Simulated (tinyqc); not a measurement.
Wider gaps screen less: band offset of a heterojunction with an interface dipole (two-band chains, self-consistent charge).

Sites alternate A, C. Left: A at -G1/2, C at +G1/2, hopping -t1; right: A at D - G2/2, C at D + G2/2, hopping -t2; the bonds across the two interfaces of a ring (C left to A right, C right to A left) have -sqrt(t1 t2). D is the offset of the mid-gaps, so Ev(right) - Ev(left) = D - (G2 - G1)/2 and Ec(right) - Ec(left) = D + (G2 - G1)/2. The closing bond has its sign reversed (antiperiodic ring). Half the levels are filled with two electrons each. The charge moved is q = (electrons on the left) less one a site; the mean over the two interfaces, q/2, is taken as the charge that crosses each, and its dipole opposes the offset: D = D0 - u q/2.

From here on the ring has 24 cells a side.

Inputs chosen for the exercise (gaps near those of InGaAs and InP; the chains and D0 are free models, so the offsets are not those of the real pair; shifted at random, so the results belong to these values and not to a real crystal):

| symbol | value | unit | meaning |
|---|---|---|---|
| G1 | 0.78 | eV | gap on the left |
| t1 | 2.1 | eV | hopping on the left |
| t2 | 1.96 | eV | hopping on the right |
| u | 5.7 | eV | potential step per electron moved across |

G2 is varied. chi = (q(+0.01) - q(-0.01))/0.02 at D = 0, S = 1/(1 + u chi/2).

Against G2:

| G2 (eV) | chi (1/eV) | S |
|---|---|---|
| 0.7 | 0.71704 | 0.3286 |
| 1.1 | 0.56931 | 0.3813 |
| 1.5 | 0.47347 | 0.4256 |
| 2.3 | 0.35181 | 0.4993 |
| 3.4 | 0.25275 | 0.5813 |
| 5.5 | 0.14949 | 0.7012 |
| 7.0 | 0.10732 | 0.7658 |
| 9.0 | 0.07166 | 0.8304 |

What does the comparison show?

chi falls from 0.7170 to 0.0717 1/eV, a factor 10.0, and S rises from 0.329 to 0.830: charge crosses through the tails of states that tunnel into the other gap, and these shorten as the gap widens. u is kept fixed, though a wider gap also screens less and would raise it.

tinyqc: `OMP_NUM_THREADS=1 python tinyqc.py 1480755 1480756 out.jsonl`; about 0.3 s, one thread, shared Intel(R) Xeon(R) Processor @ 2.30GHz.
